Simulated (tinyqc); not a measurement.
Energy and delay of logic against supply voltage: energy and delay against supply voltage.

One expression serves below and above threshold: I(Vg) = Ik [ln(1 + exp((Vg - VT + dd V)/(al nf Vt)))]^al, with I_on = I(V) and I_off = I(0). Gate delay td = kd C V/I_on, clock period LD td. Per gate and cycle the switching energy is act C V^2 and the leakage energy I_off V LD td. No short-circuit current, no variation. Minima are sought above 0.09 V; below a few Vt gates no longer switch and the model has no meaning.

EDP = energy times td.

Inputs (values chosen for the exercise); values of the order met in logic technologies: temperature T = 300 K; threshold voltage at zero drain bias VT = 0.31 V; slope factor nf = 1.28; barrier lowering per volt of supply dd = 0.08; specific current of a gate Ik = 1.4 uA; exponent of the current law al = 1.28; load capacitance of a gate C = 2.9 fF; delay factor kd = 0.6; logic depth LD = 40; activity factor act = 0.3.

Constants: q = 1.602176634e-19 C, kB = 1.380649e-23 J/K, Vt = kB T/q. Results are converted to the units shown.

Results:
```
V (V)  I_on (uA)  I_off (nA)  td (ps)  switching (aJ)  leakage (aJ)  energy (aJ)  EDP (fJ ps)
0.15    0.015681     0.17171    16644          19.575        17.148       36.723       611.23
0.27     0.57555     0.22948   816.26          63.423        2.0230       65.446       53.421
0.38      4.4306     0.29934   149.24          125.63       0.67901       126.31       18.849
0.5       12.222     0.40000   71.184          217.50       0.56947       218.07       15.523
0.62      21.634     0.53448   49.866          334.43       0.66098       335.09       16.709
0.73      31.175     0.69710   40.744          463.62       0.82935       464.45       18.924
0.97      54.261      1.2441   31.105          818.58        1.5015       820.08       25.509
1.08      65.691      1.6222   28.607          1014.8        2.0047       1016.8       29.087
1.2       78.676      2.1664   26.539          1252.8        2.7597       1255.6       33.322
```

Estimate the missing row, V = 0.85 V.

Computed row:
```
V (V)  I_on (uA)  I_off (nA)  td (ps)  switching (aJ)  leakage (aJ)  energy (aJ)  EDP (fJ ps)
0.85      42.372     0.93133   34.905          628.58        1.1053       629.68       21.979
```

With this row back in the table: td falls from 16600 to 26.5 ps; the energy rises from 36.7 to 1260 aJ and the EDP goes from 611 through a minimum of 15.5 (at V = 0.5 V among the rows listed) to 33.3 fJ ps. The exact minima lie at V = 0.154 V for the energy and 0.499 V for the EDP. Going from 1.2 V to the energy minimum saves a factor of 34.2 in energy and costs a factor of 566 in delay. Below the minimum the leakage energy rises faster than the switching energy falls, because the clock period grows so steeply.

Numbers from tinyqc (`OMP_NUM_THREADS=1 python tinyqc.py 2082157 2082158 out.jsonl`; about 0.01 s on one thread of a shared Intel Xeon 2.30GHz).
